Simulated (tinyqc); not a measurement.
Carrier statistics of a doped semiconductor with parabolic bands: sweeps and comparisons. A value that a table varies takes the place of the one given here.

Eg(T) = Eg0 - al T^2/(T + be); m_de = Mv^(2/3) (ml mt^2)^(1/3); m_dh = (mhh^(3/2) + mlh^(3/2))^(2/3); Nc and Nv from N = 2 (m kB T/(4 pi c))^(3/2) with c = hbar^2/2m0, in 1/angstrom^3; times 1e24 for 1/cm^3.

Energies are counted from Ev, so Ec = Eg. n = Nc F_1/2((EF - Eg)/kT), p = Nv F_1/2(-EF/kT), ND+ = ND/(1 + 2 exp((EF - Eg + ED)/kT)), NA- = NA/(1 + 4 exp((EA - EF)/kT)); neutrality asks p + ND+ = n + NA-. F_j(eta) = (1/Gamma(j + 1)) integral_0^infinity x^j dx/(1 + exp(x - eta)), which tends to exp(eta) for eta << 0.

Constants: hbar^2/2m0 = 3.80998211 eV angstrom^2; kB = 8.617333262e-05 eV/K.

Values chosen for the exercise (near those of Ge; not measured data):
- Eg0 = 0.7446 eV (gap at 0 K)
- al = 0.000469 eV/K (Varshni alpha)
- be = 242 K (Varshni beta)
- ml = 1.62 m0 (longitudinal electron mass)
- mt = 0.0817 m0 (transverse electron mass)
- Mv = 4 (equivalent valleys)
- mhh = 0.321 m0 (heavy-hole mass)
- mlh = 0.044 m0 (light-hole mass)
- ND = 1.4e+12 1/cm^3 (donors)
- NA = 1.8e+15 1/cm^3 (acceptors)
- ED = 0.0119 eV (donor level below Ec)
- EA = 0.0108 eV (acceptor level above Ev)
- T = 500 K

## Temperature

Neutrality solved at each temperature; ni = sqrt(Nc Nv) exp(-Eg/2kT).

Carriers (1/cm^3):

| T (K) | EF (eV) | n | p | majority / \|ND - NA\| | ni | Eg (eV) |
|---|---|---|---|---|---|---|
| 10 | 0.0073 | <1e-99 | 6.20e+12 | 0.00345 | <1e-99 | 0.7444 |
| 20 | 0.0100 | <1e-99 | 2.46e+14 | 0.137 | 2.29e-77 | 0.7439 |
| 40 | 0.0181 | 3.22e-74 | 1.22e+15 | 0.676 | 6.27e-30 | 0.7419 |
| 77 | 0.0392 | 3.40e-28 | 1.70e+15 | 0.947 | 7.61e-07 | 0.7359 |
| 120 | 0.0675 | 5.88e-10 | 1.77e+15 | 0.984 | 1.02e+03 | 0.7259 |
| 200 | 0.1256 | 1.68e+04 | 1.79e+15 | 0.995 | 5.48e+09 | 0.7022 |
| 300 | 0.2040 | 1.76e+11 | 1.79e+15 | 0.998 | 1.78e+13 | 0.6667 |
| 400 | 0.2768 | 6.09e+14 | 2.40e+15 | 1.34 | 1.21e+15 | 0.6277 |
| 500 | 0.2742 | 1.60e+16 | 1.77e+16 | 9.87 | 1.68e+16 | 0.5866 |
| 600 | 0.2515 | 1.03e+17 | 1.04e+17 | 58.1 | 1.04e+17 | 0.5441 |

Ionisation is incomplete: the majority density is below 90 % of the net doping at 10, 20 and 40 K, down to a share of 0.0034. It is within 10 % of the net doping at 77, 120, 200 and 300 K. At 400, 500 and 600 K thermal pairs lift it more than 10 % above the net doping; ni has reached 1.04e+17 1/cm^3 at 600 K against a net doping of 1.80e+15. EF goes from 0.007 eV to 0.251 eV, where midgap is 0.272 eV and the intrinsic level (Boltzmann) 0.252 eV.

## Doping level

Only acceptors are present (ND = 0); eta is the distance of EF beyond the valence edge in units of kT.

Neutral state:

| NA (1/cm^3) | EF (eV) | majority (1/cm^3) | ionised share | eta |
|---|---|---|---|---|
| 1.0e+14 | 0.2764 | 1.69e+16 | 0.992 | -6.42 |
| 1.0e+15 | 0.2753 | 1.73e+16 | 0.991 | -6.39 |
| 1.0e+16 | 0.2640 | 2.25e+16 | 0.989 | -6.13 |
| 1.0e+17 | 0.2004 | 9.82e+16 | 0.953 | -4.65 |
| 1.0e+18 | 0.1131 | 7.29e+17 | 0.729 | -2.62 |
| 3.0e+18 | 0.0774 | 1.62e+18 | 0.540 | -1.80 |
| 1.0e+19 | 0.0425 | 3.43e+18 | 0.343 | -0.99 |
| 3.0e+19 | 0.0127 | 6.22e+18 | 0.207 | -0.30 |

The impurity level lies at 0.0108 eV. The ionised share falls from 0.992 to 0.207 as EF approaches it; it is below one half from 1e+19 1/cm^3 on. Over the last two rows the doping grows threefold and the majority density by a factor 1.81. EF comes within 3 kT of the majority band edge from 1e+18 1/cm^3 on. Above roughly 5e+17 1/cm^3 (N^(1/3) a = 0.26, with the radius a = sqrt(c/(m E)) from the ionisation energy E and the mass mhh) the levels merge with the band and real ionisation is complete; sharp levels then overstate freeze-out.

## What each input does

Neutrality solved anew for each case. Each row changes one parameter from the base and keeps the others.

Results:

| case | EF (eV) | n (1/cm^3) | p (1/cm^3) |
|---|---|---|---|
| base | 0.2742 | 1.60e+16 | 1.77e+16 |
| T = 540 K | 0.2656 | 3.66e+16 | 3.84e+16 |
| ND = 7e+11 1/cm^3 | 0.2742 | 1.60e+16 | 1.77e+16 |
| NA = 2.34e+15 1/cm^3 | 0.2736 | 1.57e+16 | 1.80e+16 |
| Eg0 = 0.7946 eV | 0.2974 | 8.57e+15 | 1.04e+16 |
| mt = 0.098 m0 | 0.2705 | 1.76e+16 | 1.93e+16 |
| mhh = 0.3852 m0 | 0.2802 | 1.83e+16 | 2.01e+16 |
| EA = 0.0162 eV | 0.2742 | 1.60e+16 | 1.77e+16 |

The largest shifts from the base row, up to three for each result and ties (the steps differ in size, so this ranks the rows, not the parameters). EF (eV): Eg0 +0.0232, T -0.0086, mhh +0.0059; unchanged at the printed digits by ND and EA. n (1/cm^3): T +2.06e+16, Eg0 -7.39e+15, mhh +2.35e+15; unchanged at the printed digits by ND and EA. p (1/cm^3): T +2.06e+16, Eg0 -7.38e+15, mhh +2.35e+15; unchanged at the printed digits by ND and EA.

Program tinyqc; command `OMP_NUM_THREADS=1 python tinyqc.py 1681401 1681402 out.jsonl`; about 0.01 s on one thread of a shared Intel(R) Xeon(R) Processor @ 2.30GHz.
